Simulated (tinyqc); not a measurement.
Implant damage, amorphisation by cascade overlap, and solid-phase epitaxial regrowth: one step, computed by the program tinyqc.

Range and width of the damage are inputs. Dynamic annealing enters only through the surviving share f.

Problem. Damage left below the interface. Displaced atoms per area beyond the lower edge z2: f nu Q (1/2) erfc((z2 - R_d)/(sqrt2 s_d)); they are not removed by regrowth.

Inputs (values chosen for the exercise, modelled on fluorine ions in silicon):
```
quantity                           value    unit
depth of the damage peak R_d          28      nm
width of the damage profile s_d       18      nm
share of defects that survive f     0.46       -
dose Q                           8.2e+14  1/cm^2
```

lower edge = 60.49471 nm

displacements per ion nu = 426.2806

Give: share of the damage beyond z2; displaced atoms beyond z2.

Solution.

share of the damage beyond z2 = 0.03552

displaced atoms beyond z2 = 5.711e+15 1/cm^2
